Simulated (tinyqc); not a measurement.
# From thickness x back to time t

Model: Cabrera-Mott growth of a thin oxide under its own electric field. Computed by tinyqc, a small Python program. Command: `OMP_NUM_THREADS=1 python tinyqc.py 3014405 3014406 out.jsonl cabrera inv`. One thread of a shared host (Intel(R) Xeon(R) Processor @ 2.30GHz), about 0.06 s of CPU time with the checks.

Electrons cross the film freely and set a fixed potential V across it; the field V/x lowers the barrier for ions entering the oxide.

Inputs (values chosen for the exercise, for a model metal):
```
quantity                     value        unit
barrier W                     1.45          eV
Mott potential V               1.6           V
ion charge number z              3           -
half jump distance b           1.9    angstrom
prefactor u0 = N Omega nu  1.8e+13  angstrom/s
temperature T                  295           K
starting thickness x0            9    angstrom
```

Backward hops: kept.

Constants: k_B = 8.617333262e-05 eV/K.

Method. u = u0 exp(-W/(k_B T)), X1 = z b V/(k_B T) with V in volts and k_B T in eV; dx/dt = 2 u sinh(X1/x). t(x) = int_(x0)^x dx / (dx/dt) by Gauss-Legendre quadrature (80 points on each side of (x0 + 2 x)/3), solved for x.

Problem. A run gave the result below. Find the time t, known to lie between 140000 and 330000 s.

thickness x = 24.14784 angstrom

Solution.

Each step takes the trial c = (a f_b - b f_a)/(f_b - f_a), f being the result less the target and a, b, c the logarithms of the listed values; c replaces end b, the old b replaces a if the sign of f changed, and otherwise f_a is halved.

Scan of the range:
```
time t (s)  thickness x (angstrom)
140000                     23.8944
162000                     24.1024
186000                     24.3024
215000                     24.5156
248000                     24.7292
286000                     24.9459
330000                     25.1672
```

False position (Illinois rule, in the logarithm of the input) inside the bracket:
```
step   end a   end b   trial  thickness x (angstrom)
1     162000  186000  167169                 24.1476
2     186000  167169  167200                 24.1478
3     186000  167200  167201                 24.1478
4     167200  167201  167201                 24.1478
```

Thickness x rises at every point of a 13-point scan of the range (every second point is shown), so one value fits; it is bracketed by 162000 and 186000. Answer: time t = 167200 s.

Caution: the starting field or rate is formal: the first layers form as fast as oxygen arrives.
